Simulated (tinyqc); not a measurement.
Inside a calculation. Model: decay of LO phonons and the hot-phonon bottleneck in the cooling of electrons. Computed by tinyqc, a small Python program that keeps every step. Command: `OMP_NUM_THREADS=1 python tinyqc.py 3008139 3008140 out.jsonl hotphonon walk`. One thread of a shared host (Intel(R) Xeon(R) Processor @ 2.30GHz), about 0.01 s of CPU time with the checks. Intermediate numbers are printed to about 7 digits and carried at full precision; extremes and crossings named in words are read from the listed rows.

n(E, T) = 1/(exp(E/(k_B T)) - 1) is the Bose occupation. Electrons have a temperature T_e; the LO modes within their reach share one occupation N; the decay products stay at the lattice temperature.

Inputs (values chosen for the exercise, modelled on indium phosphide):
```
quantity                                             value    unit
LO energy hbar omega                                  43.5     meV
lifetime at T = 0, tau_0                                14      ps
weight b of the three-phonon channel                 0.056       -
lattice temperature T                                  400       K
electron mass m*                                    0.0793     m_0
eps_inf                                               9.66       -
static dielectric constant eps_s                      12.8       -
electron density n                                 1.7e+17  1/cm^3
density of LO modes that the electrons reach, N_m  1.2e+19  1/cm^3
power supplied per electron P                         0.74      nW
step factor                                            0.8       -
```

Decay channel: two equal phonons plus a three-phonon channel.

Constants: k_B = 8.617333262e-05 eV/K; c = 299792458 m/s; e^2/(4 pi eps_0) = 14.39964548 eV angstrom; hbar^2/(2 m_0) = 3.80998212 eV angstrom^2; hbar = 6.582119569e-16 eV s; e = 1.602176634e-19 C; k_B = 1.380649e-23 J/K.

## Lifetime and Raman width

Decay rate 1/tau = (1/tau_0) [1 + 2 n_2 + b (1 + 3 n_3 + 3 n_3^2)]/(1 + b), n_2 = n(hbar omega/2), n_3 = n(hbar omega/3). Full width Gamma = 1/(2 pi c tau) in 1/cm, c in cm/s.

thermal factor tau_0/tau = 4.039365

phonon lifetime tau = 3.465891 ps

Raman width Gamma = 1.531738 1/cm

equilibrium LO occupation N_0 = 0.3948747

Stimulated decay shortens the lifetime by 75 %.

## Spontaneous emission time

Froehlich coupling alpha = (e^2/(4 pi eps_0)) (1/eps_inf - 1/eps_s) k_0/(2 hbar omega), k_0 = sqrt(m* hbar omega/(hbar^2/(2 m_0))); emission time tau_sp = hbar/(2 alpha hbar omega); bottleneck ratio r = (n/N_m) tau/tau_sp.

alpha = 0.1264721

emission time tau_sp = 59.82072 fs

bottleneck ratio r = 0.8207880

r compares the rate at which electrons exchange quanta with a mode to its decay rate. The two are comparable, so part of the emitted quanta is reabsorbed.

## Electron and phonon temperatures in closed form

Net emission per electron: [(N + 1) x - N]/tau_sp with x = exp(-hbar omega/(k_B T_e)), a simple two-level balance; steady state of the modes: n [(N + 1) x - N]/tau_sp = N_m (N - N_0)/tau; power per electron P = hbar omega [(N + 1) x - N]/tau_sp. With p = P tau_sp/(hbar omega): N = N_0 + r p and x = (p + N)/(N + 1); without hot phonons N = N_0. The mode temperature T_LO solves n(hbar omega, T_LO) = N.

reduced power p = 0.006351609

LO occupation N = 0.4000880

electron temperature T_e = 408.1291 K

T_e without hot phonons = 405.1225 K

mode temperature T_LO = 402.9971 K

Hot phonons raise T_e by 3 K. T_LO lies between the lattice and the electrons.

## The same balance by iteration

Eliminating N gives P(T_e) = (hbar omega/tau_sp) [(N_0 + 1) x - N_0]/[1 + r (1 - x)]. Newton steps on ln P against ln T_e, times the step factor, each limited to 0.7 in ln T_e and to keeping a fifth of T_e - T; start at 1.5 T; stop when |ln(P/P(T_e))| < 1e-9 or after 40 steps.

Iterations:
```
step   T_e (K)  P(T_e) (nW)   ln(P/P(T_e))
0     600.0000     16.40140  -3.098472e+00
1     440.0000      3.58464  -1.577764e+00
2     408.0000      0.72829   1.595167e-02
3     408.1025      0.73758   3.270110e-03
4     408.1238      0.73951   6.573967e-04
5     408.1281      0.73990   1.316160e-04
6     408.1289      0.73998   2.632868e-05
7     408.1291      0.74000   5.265956e-06
8     408.1291      0.74000   1.053200e-06
9     408.1291      0.74000   2.106405e-07
10    408.1291      0.74000   4.212813e-08
11    408.1291      0.74000   8.425618e-09
12    408.1291      0.74000   1.685116e-09
13    408.1291      0.74000   3.370237e-10
```

converged (1 yes, 0 no) = 1

T_e from the iteration = 408.1291 K

Converged at step 13.

## Energy relaxation with and without hot phonons

P(T_e) = (hbar omega/tau_sp) [(N_0 + 1) x - N_0]/[1 + r (1 - x)], and r = 0 without hot phonons; energy relaxation time tau_E = (3/2) k_B (T_e - T)/P.

Cooling:
```
T_e (K)  P, cold phonons (nW)  P, hot phonons (nW)     ratio  tau_E (ps)          N
430                  4.234242             2.702054  1.567046   0.2299332  0.4139108
480                  10.76926             7.020194  1.534040   0.2360018  0.4443322
550                  18.90042             12.65959  1.492972   0.2453839  0.4840620
700                  33.00747             23.21655  1.421722   0.2676074  0.5584360
900                  46.74049             34.56213  1.352361   0.2996015  0.6383660
1200                 60.70135             47.35450  1.281850   0.3498673  0.7284887
1700                 74.75505             61.73668  1.210869   0.4360885  0.8298116
2400                 85.68003             74.13750  1.155691   0.5586845  0.9171758
```

Reabsorption cuts the loss by a factor 1.57 at the lowest T_e and 1.16 at the highest; the factor is 1 + r (1 - x) with r = 0.821. tau_E runs from 0.23 to 0.56 ps, with its shortest value, 0.23 ps, at T_e = 430 K, against tau_sp = 60 fs and a phonon lifetime of 3.5 ps. Pauli blocking is left out, as are upper valleys and non-parabolic bands, which can matter above about 1000 K.

Checks made by the program: iteration against the closed form (relative difference below 1e-10).
